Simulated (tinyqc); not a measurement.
Stacked nanosheet transistor, parasitic resistance, capacitance and delay: two steps of the calculation.

Ns sheets share one contact on top; each has perimeter p = 2 (Ws + ts) and cross-section A = Ws ts; contact width Wc = Ws + 10 nm, stack height Hs = Ns pv. Sheet 1 is the top one. Contact length Lc = CPP - Lg - 2 Lsp, shared by two neighbouring gates. Source and drain sides are equal. The formulas are first-order estimates, not field solutions.

Inputs (values chosen for the exercise); values close to those of silicon logic devices: number of sheets Ns = 3; sheet width Ws = 30 nm; sheet thickness ts = 5 nm; contacted gate pitch CPP = 70 nm; gate length Lg = 12 nm; spacer length Lsp = 8 nm; contact resistivity rc = 1.8e-9 ohm cm^2; resistivity of the source-drain epitaxy re = 0.00033 ohm cm; current-carrying depth of the epitaxy te = 20 nm; resistivity of the extension rx = 0.0004 ohm cm; supply voltage Vdd = 0.75 V.

Question 1. Geometry and resistances. Epitaxy sheet resistance Rsh = re/te, transfer length LT = sqrt(rc/Rsh), contact Rc = [sqrt(rc Rsh)/Wc] coth(Lc/(2 LT)); extension of one sheet Rx = rx Lsp/A. Effective width N p; for equal currents and rv = 0 one side has Rc + Rx/N.

Find: Lc; effective width; Rsh; LT; Rc; Rx; one side times effective width.

Answer 1.

Lc = 42.000 nm
effective width = 210.00 nm
Rsh = 165.00 ohm
LT = 33.029 nm
Rc = 242.41 ohm
Rx = 213.33 ohm
one side times effective width = 65.840 ohm um

Question 2. Effective current, delay and energy. Ieff = (IH + IL)/2, delay CL Vdd/(2 Ieff), energy CL Vdd^2, with CL the load of an inverter that drives an equal one.

IH = I(Vdd, Vdd/2) = 323.42874 uA
IL = I(Vdd/2, Vdd), solved likewise = 98.974092 uA
CL = 693.67703 aF

Wanted: Ieff; delay; energy.

Answer 2.

Ieff = 211.2 uA
delay = 1.232 ps
energy = 390.2 aJ

Program tinyqc, `OMP_NUM_THREADS=1 python tinyqc.py 2170008 2170009 out.jsonl`; Intel Xeon 2.30GHz, shared host, one thread, about 0.07 s.
